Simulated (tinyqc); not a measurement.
Worked calculation: core-shell quantum dot (spherical envelope functions). Values are carried at full precision from step to step, so a last printed digit may differ when a step is redone from the rounded ones.

Parabolic bands; strain and other valleys are left out. s states, u = r psi, hard wall at R + H, c = hbar^2/2m0, energies from the band edges of the core. Core: u = sin(k1 r)/k1, k1 = sqrt(m1 E/c). At R, psi and psi'/m are continuous, so u is continuous and its slope in the shell is s = u/R + (m2/m1)(u' - u/R). Shell: u(R + x) = u(R) cos(k2 x) + s sin(k2 x)/k2, k2 = sqrt(m2 (E - V)/c); for negative arguments the functions turn into sinh and cosh. A level has u(R + H) = 0.

Constants: hbar^2/2m0 = 3.80998211 eV angstrom^2; e^2/(4 pi eps0) = 14.39964547 eV angstrom; hc = 1239.841984 eV nm.

Inputs chosen for the exercise (near those of a CdSe/CdS core-shell dot; shifted at random, so the results belong to these values and not to a real crystal):
```
symbol  value  unit      meaning
R       14     angstrom  core radius
H       37     angstrom  shell thickness
Vc      0.291  eV        conduction edge of the shell above that of the core
me1     0.13   m0        electron, core
me2     0.201  m0        electron, shell
E       0.263  eV        trial energy of the electron
Vv      0.432  eV        hole barrier of the shell
mh1     0.431  m0        hole, core
mh2     0.808  m0        hole, shell
Eg      1.739  eV        gap of the core
eps     5.7              dielectric constant
```

## Shooting at a trial energy

Carry the electron solution outwards.

k1^2 = 0.0089738 1/angstrom^2
k2^2 = -0.0014772 1/angstrom^2
u(R) = 10.242 angstrom
s = -0.0252
u(R + H) = 21.187 angstrom

u(R + H) is positive: no node yet, so the lowest level lies above the trial energy.

## Ground states

Find the lowest root for electron and hole, and the share of u^2 inside the core.

Levels:
```
carrier   E (eV)  share in the core
electron  0.3058              0.309
hole      0.1973              0.834
```

The core holds 2 % of the volume. The electron sits mainly in the shell and the hole in the core: the edges are of type I, but the core is too small to hold the light electron.

## Overlap and Coulomb integrals

Overlap = (integral of u_e u_h)^2 with normalised u. Coulomb integrals J_ab = (q/eps) double integral of u_a(r)^2 u_b(s)^2/max(r, s), q = e^2/(4 pi eps0), one eps everywhere. Exciton E = Eg + E_e + E_h - J_eh; first-order biexciton shift J_ee + J_hh - 2 J_eh (positive: repulsive).

Integrate numerically.

overlap = 0.558

J_eh, J_ee, J_hh (meV): [147.9, 116.8, 218.2]

## Exciton and biexciton

Give E, the wavelength hc/E and the biexciton shift.

E = 2.094 eV
wavelength = 592 nm
biexciton shift = 39 meV

At first order the shift is the Coulomb integral of the net charge density with itself and cannot be negative; correlation, left out here, lowers it.

## Checks

- Level without offset and mass step against c (pi/(R + H))^2/m, eV: both 0.1112.
- J_ee in that case against 1.786 q/(eps (R + H)), meV: both 88.5.

tinyqc: `OMP_NUM_THREADS=1 python tinyqc.py 1251994 1251995 out.jsonl`; about 0.06 s, one thread, shared Intel(R) Xeon(R) Processor @ 2.30GHz.
